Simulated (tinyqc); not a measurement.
Complex band structure along [001] in sp3s* tight binding, step by step. Values are carried at full precision from step to step, so a last printed digit may differ when a step is redone from the rounded ones.

For k = (0, 0, kz) the phase sums are g0 = cos(phi) and g3 = i sin(phi), phi = kz a/4, and the s, pz, s* orbitals of anion (a) and cation (c) decouple from px, py. With z = exp(i phi), H(z) = H0 + z T + T^T/z for any complex z. H0 is diagonal (Esa, Epa, Exa, Esc, Epc, Exc). The anion-cation block is B(z) = z U + W/z and the cation-anion block z W^T + U^T/z, where U has Vss/2 (s,s), Vsapc/2 (s,z), -Vscpa/2 (z,s), Vxx/2 (z,z), Vxapc/2 (s*,z), -Vpaxc/2 (z,s*), and W has the same values with the s-z and s*-z signs reversed. |z| = 1 is a band state, |z| < 1 decays along [001] as exp(-kappa d) over a distance d, kappa = -(4/a) ln|z|. No spin-orbit coupling.

Inputs chosen for the exercise (out of a larger set: near a published set for GaP, fitted to gaps, whose masses and valley positions are rough (light masses up to twice too heavy); not measured data):
- p = (-8.072, 1.121, -2.205, 4.083, 8.475, 7.222, -7.425, 2.168, 5.102, 4.256, 6.354, 4.651, 5.095) eV (order Esa, Epa, Esc, Epc, Exa, Exc, Vss, Vxx, Vxy, Vsapc, Vscpa, Vxapc, Vpaxc)
- dE = 0.42 eV (E - Ev)
- a = 5.449 angstrom (lattice constant)

## The layer matrices

Parameters in the order Esa, Epa, Esc, Epc, Exa, Exc, Vss, Vxx, Vxy, Vsapc, Vscpa, Vxapc, Vpaxc. Form H0 and T.

diagonal of H0 (eV): sa -8.0720, za 1.1210, s*a 8.4750, sc -2.2050, zc 4.0830, s*c 7.2220

T (eV):
```
          sa      za      s*a       sc      zc      s*c
sa    0.0000  0.0000   0.0000  -3.7125  2.1280   0.0000
za    0.0000  0.0000   0.0000  -3.1770  1.0840  -2.5475
s*a   0.0000  0.0000   0.0000   0.0000  2.3255   0.0000
sc   -3.7125  3.1770   0.0000   0.0000  0.0000   0.0000
zc   -2.1280  1.0840  -2.3255   0.0000  0.0000   0.0000
s*c   0.0000  2.5475   0.0000   0.0000  0.0000   0.0000
```

## Edges at Gamma

At z = 1 the levels follow from the blocks [[Esa, Vss], [Vss, Esc]] and [[Epa, Vxx], [Vxx, Epc]]: Ev is the lower p root, and the direct gap ends at the lower of the upper roots.

Ev = -0.0236 eV
EG (direct gap) = 2.8685 eV

## Complex wave vectors at one energy in the gap

Solve det(H0 - E + z T + T^T/z) = 0 with E = Ev + dE, as the linear problem [[0, 1], [-T^T, E - H0]] x = z [[1, 0], [0, T]] x. Roots come as z, -z, 1/z and conjugates; list those with 0 < |z| < 1 and Re z, Im z >= 0, by falling |z|. Re kz = arg(z)/(pi/2) in units of 2 pi/a, kappa = -(4/a) ln|z|.

Decaying roots:

| Re z | Im z | \|z\| | Re kz (2 pi/a) | kappa (1/angstrom) |
|---|---|---|---|---|
| 0.8490 | 0.0000 | 0.8490 | 0.0000 | 0.1201 |
| 0.0957 | 0.3804 | 0.3922 | 0.8431 | 0.6871 |

The slowest root has kappa = 0.1201 1/angstrom at Re kz = 0.000: a purely imaginary k at Gamma. The probability falls by exp(-2 kappa d), a factor 11.1 over 1 nm.

## The px, py block

For px and py the determinant gives (E - Epa)(E - Epc) = Vxx^2 cos^2(phi) + Vxy^2 sin^2(phi). With phi = i kappa a/4 this is sinh^2(kappa a/4) = ((E - Epa)(E - Epc) - Vxx^2)/(Vxx^2 - Vxy^2), E = Ev + dE. Parameters in the order Esa, Epa, Esc, Epc, Exa, Exc, Vss, Vxx, Vxy, Vsapc, Vscpa, Vxapc, Vpaxc.

sinh^2(kappa a/4) = 0.09513
kappa of the heavy-hole branch = 0.2230 1/angstrom

This branch decays faster than the slowest root of the s-pz block (0.1201), by a factor 1.86 in kappa.

## Checks

- Largest distance of a level of the 6 x 6 block at kz = 0.37 (2 pi/a) from a level of the full matrix, against zero (eV): both 0.000000.

tinyqc: `OMP_NUM_THREADS=1 python tinyqc.py 1481229 1481230 out.jsonl`; about 0.01 s, one thread, shared Intel(R) Xeon(R) Processor @ 2.30GHz.
